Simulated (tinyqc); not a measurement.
# Short-channel transistor, virtual-source model with series resistance, step by step

Program tinyqc, `OMP_NUM_THREADS=1 python tinyqc.py 2380137 2380138 out.jsonl`; Intel Xeon 2.30GHz, shared host, one thread, about 0.01 s. Printed values are rounded.

The current per gate width is the charge at the top of the source barrier (the virtual source) times its velocity times a saturation function; al and be are fitting constants of the model. Units: I in uA/um, Rs in ohm um, so I Rs = 1e-6 I Rs in volts; Q in uC/cm^2, so I = 1e-4 Q vx0 Fsat with vx0 in cm/s.

Inputs (values chosen for the exercise): temperature T = 300 K; inversion capacitance Cinv = 1.03 uF/cm^2; velocity at the virtual source vx0 = 1.21e7 cm/s; apparent mobility mu = 390 cm^2/(V s); channel length L = 45 nm; threshold at zero drain voltage VT0 = 0.437 V; drain-induced barrier lowering dl = 0.155 V/V; subthreshold factor n0 = 1.48; growth of n with drain voltage nd = 0.2 1/V; threshold shift (in units of Vt) from weak to strong inversion al = 3.5; sharpness of saturation be = 2; series resistance of each contact Rs = 120 ohm um; gate voltage Vgs = 1.2 V; drain voltage Vds = 1.2 V.

Constants: q = 1.602176634e-19 C, kB = 1.380649e-23 J/K, Vt = kB T/q. Results are converted to the units shown.

## Iteration 1: current through the series resistance

I at the start = 0 uA/um

Intrinsic voltages Vg' = Vgs - I Rs, Vd' = Vds - 2 I Rs. n = n0 + nd Vd', VT = VT0 - dl Vd', Ff = 1/(1 + exp((Vg' - VT + al Vt/2)/(al Vt))), Q = Cinv n Vt ln(1 + exp((Vg' - VT + al Vt Ff)/(n Vt))), Vdsat = (vx0 L/mu)(1 - Ff) + Vt Ff, Fsat = u/(1 + u^be)^(1/be) with u = Vd'/Vdsat, and I(out) = Q vx0 Fsat per width. (Fsat takes the sign of u.) I(new) = I + 0.5 (I(out) - I).

Vg' = 1.2 V
Vd' = 1.2 V
VT = 0.251 V
Ff = 1.689841e-5
Q = 0.9774716 uC/cm^2
Vdsat = 0.1396135 V
Fsat = 0.9932999
I(out) = 1174.816 uA/um
I after iteration 1 = 587.4081 uA/um

## Iteration 2: current through the series resistance

As before.

Vg' = 1.129511 V
Vd' = 1.059022 V
VT = 0.2728516 V
Ff = 4.688652e-5
Q = 0.8823636 uC/cm^2
Vdsat = 0.1396101 V
Fsat = 0.9914222
I(out) = 1058.502 uA/um
I after iteration 2 = 822.9549 uA/um

## Iteration 3: current through the series resistance

As before.

Vg' = 1.101245 V
Vd' = 1.002491 V
VT = 0.2816139 V
Ff = 7.059340e-5
Q = 0.8442270 uC/cm^2
Vdsat = 0.1396074 V
Fsat = 0.9904421
I(out) = 1011.751 uA/um
I after iteration 3 = 917.3530 uA/um

## Course of the iteration: current through the series resistance

Stop when I changes by less than 1e-7 uA/um, or after 80 iterations.

Course of the iteration:
```
iteration  I (uA/um)  |change| (uA/um)
1           587.4081               587
2           822.9549               236
3           917.3530              94.4
4           955.1732              37.8
5           970.3238              15.2
6           976.3927              6.07
7           978.8237              2.43
8           979.7975             0.974
9           980.1875             0.390
...              ...               ...
18          980.4481           1.04e-4
19          980.4481           4.15e-5
20          980.4482           1.66e-5
21          980.4482           6.65e-6
22          980.4482           2.67e-6
23          980.4482           1.07e-6
24          980.4482           4.28e-7
25          980.4482           1.71e-7
26          980.4482           6.86e-8
```

Converged in 26 iterations. At the end each change is about 0.40 times the one before: linear convergence.

## What the series resistance costs

converged I = 980.4482 uA/um
I0 = 1174.816 uA/um

Intrinsic voltages Vg' = Vgs - I Rs, Vd' = Vds - 2 I Rs. n = n0 + nd Vd', VT = VT0 - dl Vd', Ff = 1/(1 + exp((Vg' - VT + al Vt/2)/(al Vt))), Q = Cinv n Vt ln(1 + exp((Vg' - VT + al Vt Ff)/(n Vt))), Vdsat = (vx0 L/mu)(1 - Ff) + Vt Ff, Fsat = u/(1 + u^be)^(1/be) with u = Vd'/Vdsat, and I = Q vx0 Fsat per width. I0 is the current for Rs = 0. Effective velocity I/Q; transit time L Q/I.

loss against I0 = 16.54454 %
effective velocity = 1.197526e7 cm/s
transit time = 0.3757749 ps

The carriers leave the virtual source at 99.0 % of vx0: the device is in saturation.
